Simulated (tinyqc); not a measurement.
Resistance of a tapered via with liner, size effect and interface: via resistance against the diameter at the bottom.

A round via whose diameter grows from db at the bottom as D(z) = db + 2 z/tan(ang). The fill, of diameter D - 2 tl, starts above the bottom liner (thickness fb tl) and has rho = rho0 (1 + ks lam/(D - 2 tl)); the sidewall liner conducts in parallel with it. The bottom liner and the interface are crossed over the full area pi db^2/4. Spreading in the lines above and below is left out.

Slices between z0 = fb tl and hv, evaluated at their midpoints: conductance per length pi/4 [(D - 2 tl)^2/rho + (D^2 - (D - 2 tl)^2)/rl], slice resistance = slice height over that. 2000 slices. R_fill = sum of the slices; R_bottom = rl fb tl/(pi db^2/4); R_interface = ri/(pi db^2/4); ballistic (Sharvin) limit 1/(Sb pi (db - 2 tl)^2/4); ideal cylinder rho0 hv/(pi db^2/4).

Parameters, values chosen for the exercise; fill metal close to cobalt:
```
symbol,value,unit,meaning
hv,40,nm,height
ang,88,degrees,sidewall angle
rho0,6.2,uohm cm,bulk resistivity of the fill
lam,11.5,nm,mean free path of the fill
ks,0.9,,size-effect factor
tl,1.5,nm,liner on the sidewall
fb,0.7,,liner at the bottom over that on the sidewall
rl,420,uohm cm,resistivity of the liner
ri,1.1e-12,ohm cm^2,interface resistivity at the bottom
Sb,1e15,S/m^2,"ballistic conductance per area, about 3/(4 rho0 lam)"
```

Via resistance against the diameter at the bottom:

| db (nm) | R_fill (ohm) | R_bottom (ohm) | R_interface (ohm) | R (ohm) | ballistic limit (ohm) | R over ideal cylinder | largest part |
|---|---|---|---|---|---|---|---|
| 6 | 553.5 | 156.0 | 3.890 | 713.4 | 141.5 | 8.133 | fill |
| 8.3 | 176.1 | 81.51 | 2.033 | 259.6 | 45.33 | 5.664 | fill |
| 11 | 73.07 | 46.40 | 1.157 | 120.6 | 19.89 | 4.623 | fill |
| 16 | 25.37 | 21.93 | 0.5471 | 47.85 | 7.534 | 3.879 | fill |
| 22 | 11.08 | 11.60 | 0.2894 | 22.97 | 3.527 | 3.521 | bottom liner |
| 30 | 5.179 | 6.239 | 0.1556 | 11.57 | 1.747 | 3.299 | bottom liner |
| 42 | 2.359 | 3.183 | 0.07940 | 5.621 | 0.8371 | 3.140 | bottom liner |
| 58 | 1.141 | 1.669 | 0.04163 | 2.852 | 0.4209 | 3.038 | bottom liner |
| 80 | 0.5652 | 0.8773 | 0.02188 | 1.464 | 0.2147 | 2.968 | bottom liner |

What does the comparison show?

R falls from 713 to 1.46 ohm. The fill is the largest part at db = 6, the bottom liner from 22 on. R goes as db^(-3.12) between the first two rows and db^(-2.07) between the last two; area alone gives -2.

Numbers from tinyqc (`OMP_NUM_THREADS=1 python tinyqc.py 2750183 2750184 out.jsonl`; about 0.01 s on one thread of a shared Intel Xeon 2.30GHz).
